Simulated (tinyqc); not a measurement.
Undoped symmetric double-gate MOSFET, analytic potential model: two steps of the calculation.

An undoped body of thickness ts between two equal insulators and tied gates; long channel, electrons only, n = ni exp((psi - V)/Vt) with V the quasi-Fermi potential (0 at the source, Vd at the drain), constant mobility, no quantisation. Across the body psi(x) = V - 2 Vt ln[(ts/(2 beta)) sqrt(q ni/(2 eps0 eps_r Vt)) cos(2 beta x/ts)], x from the centre. Q is the electron charge per area of the whole body.

Values chosen for this exercise; material values close to those of In0.53Ga0.47As: temperature T = 300 K; band gap Eg = 0.743 eV; relative permittivity of the semiconductor eps_r = 13.7; conduction-band density of states at T Nc = 2.12e17 cm^-3; valence-band density of states at T Nv = 7.8e18 cm^-3; relative permittivity of the gate insulator eox = 24.6; insulator thickness tox = 10 nm; body thickness ts = 10 nm; gate work function less that of the intrinsic body dphi = 0.18 V; channel mobility mu = 120 cm^2/(V s); gate length L = 0.1 um; drain voltage Vd = 0.1 V.

Constants: q = 1.602176634e-19 C, kB = 1.380649e-23 J/K, Vt = kB T/q, eps0 = 8.8541878128e-14 F/cm where lengths are in cm. Results are converted to the units shown.

Task 1. Constants of the body. ni = sqrt(Nc Nv) exp(-Eg/(2 Vt)), Eg in volts; r = eps_r tox/(eox ts); V0 = dphi + 2 Vt ln[(2/ts) sqrt(2 eps0 eps_r Vt/(q ni))].

Wanted: ni; r; V0.

Result 1.

ni = 7.3840e11 cm^-3
r = 0.55691
V0 = 0.55659 V

Task 2. Charges and drain current. beta (between 0 and pi/2) solves (Vg - V0 - V)/(2 Vt) = ln(beta) - ln(cos beta) + 2 r beta tan(beta). Q = 8 eps0 eps_r Vt beta tan(beta)/ts; I = mu (1/L)(4 eps0 eps_r/ts)(2 Vt)^2 [g(beta_s) - g(beta_d)] per width, g = beta tan(beta) - beta^2/2 + r beta^2 tan^2(beta), with beta_s at V = 0 and beta_d at V = Vd.

beta_s = 0.14894417
beta_d = 0.022302740
r = 0.55691057

Wanted: Qs; Qd; g(beta_s); g(beta_d); I.

Result 2.

Qs = 5.6070 nC/cm^2
Qd = 0.12481 nC/cm^2
g(beta_s) = 0.011536
g(beta_d) = 2.4893e-4
I = 0.17569 uA/um

The term r beta^2 tan^2(beta), which gives the square law, makes up 2.41 % of g at the source.

tinyqc, about 0.01 s, one thread, Intel Xeon 2.30GHz (shared host): `OMP_NUM_THREADS=1 python tinyqc.py 2440084 2440085 out.jsonl`
